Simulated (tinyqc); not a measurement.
Channel length: inversion-layer mobility, back-scattering and ballistic limit of a field-effect transistor. Computed by tinyqc, a small Python program. Command: `OMP_NUM_THREADS=1 python tinyqc.py 3006401 3006402 out.jsonl mos walk`. One thread of a shared host (Intel(R) Xeon(R) Processor @ 2.30GHz), about 0.01 s of CPU time with the checks.

The charge at the top of the source barrier is fixed by the gate; series resistance and short-channel effects are left out. F_j are Fermi integrals normalised to exp(eta) in the classical limit.

Inputs (values chosen for the exercise, modelled on a strained silicon n-channel):

| quantity | value | unit |
|---|---|---|
| transport mass m | 0.19 | m_0 |
| valley degeneracy g_v | 2 | - |
| weight w of the inversion charge | 0.5 | - |
| permittivity eps | 11.7 | - |
| phonon mobility at 1 MV/cm and 300 K, mu_ph | 540 | cm^2/(V s) |
| roughness mobility at 1 MV/cm, mu_sr | 1600 | cm^2/(V s) |
| Coulomb mobility at N_inv = 1e12/cm^2, mu_C | 1100 | cm^2/(V s) |
| electrical oxide thickness t_inv | 1.1 | nm |
| depletion charge N_dep | 4e+12 | 1/cm^2 |
| gate overdrive V_G - V_T | 0.48 | V |
| drain voltage V_D | 0.37 | V |
| exponent a of the critical length | 0.74 | - |
| temperature T | 300 | K |

Statistics at the top of the barrier: Fermi-Dirac.

Constants: eps_0 = 8.8541878128e-12 F/m; e = 1.602176634e-19 C; m_0 = 9.1093837015e-31 kg; k_B = 1.380649e-23 J/K; hbar = 1.054571817e-34 J s; k_B = 8.617333262e-05 eV/K.

Method:
- N_inv = 3.9 eps_0 (V_G - V_T)/(e t_inv); effective field E_eff = e (N_dep + w N_inv)/(eps eps_0).
- mu_phonon = mu_ph (E_eff/1 MV/cm)^(-0.3) (T/300 K)^(-1.75); mu_rough = mu_sr (E_eff/1 MV/cm)^(-2); mu_Coulomb = mu_C (N_inv/1e12 cm^-2) (T/300 K); Matthiessen's rule adds 1/mu.
- F_j(eta) = (1/Gamma(j + 1)) int_0^infinity x^j/(1 + exp(x - eta)) dx, F_0 = ln(1 + exp(eta)). Integrals over x = E/(k_B T) use 160 Gauss-Legendre points in u = sqrt(x) from 0 to sqrt(max(eta, 0) + 32).
- Ballistic channel: N_2D = g_v m k_B T/(pi hbar^2), U = e V_D/(k_B T); eta_F solves N_inv = (N_2D/2)[F_0(eta_F) + F_0(eta_F - U)]; v_T = sqrt(2 k_B T/(pi m)); I/W = e (N_2D/2) v_T [F_1/2(eta_F) - F_1/2(eta_F - U)]; injection velocity v_T F_1/2(eta_F)/F_0(eta_F).
- Mean free path lambda = (2 k_B T/e)(mu/v_T) F_0(eta_0)/F_-1/2(eta_0), with eta_0 from N_inv = N_2D F_0(eta_0); critical length l = L (1 + U)^(-a), an empirical rule; back-scattering r = l/(l + lambda). Then eta solves N_inv = (N_2D/2)[(1 + r) F_0(eta) + (1 - r) F_0(eta - U)] and I/W = e (N_2D/2) v_T (1 - r)[F_1/2(eta) - F_1/2(eta - U)].
- The last column is the long-channel law e N_inv mu V/L with V = V_D - V_D^2/(2 V_ov) below pinch-off and V_ov/2 above, V_ov = V_G - V_T.

inversion density N_inv = 9.40484e+12 1/cm^2

effective mobility mu = 307.380 cm^2/(V s)

ballistic current I/W = 3170.57 microampere/micrometre

Currents (microampere/micrometre):

| L (nm) | r | I/W | ballistic ratio | long-channel law |
|---|---|---|---|---|
| 5 | 0.03350 | 2926.9 | 0.92314 | 21064 |
| 10 | 0.06483 | 2717.0 | 0.85696 | 10532 |
| 20 | 0.12176 | 2374.5 | 0.74893 | 5266 |
| 40 | 0.21709 | 1893.1 | 0.59709 | 2633 |
| 80 | 0.35674 | 1343.0 | 0.42359 | 1317 |
| 160 | 0.52587 | 846.7 | 0.26704 | 658 |
| 400 | 0.73495 | 400.2 | 0.12623 | 263 |
| 1000 | 0.87393 | 172.4 | 0.05437 | 105 |

The current scales as L^-0.92 at the long end and as L^-0.11 at the short end, where it reaches 92 % of the ballistic 3170. The long-channel law passes the ballistic limit between 20.0 and 40.0 nm and has no meaning below. At 1000 nm the model gives 1.64 times the long-channel law; the rule for l is a fit for short devices and fails wherever the model exceeds that law. Raising mu by 10 % at 20 nm raises I by 2.4 %.

Extremes, crossings and ranges named in words are read from the listed rows.
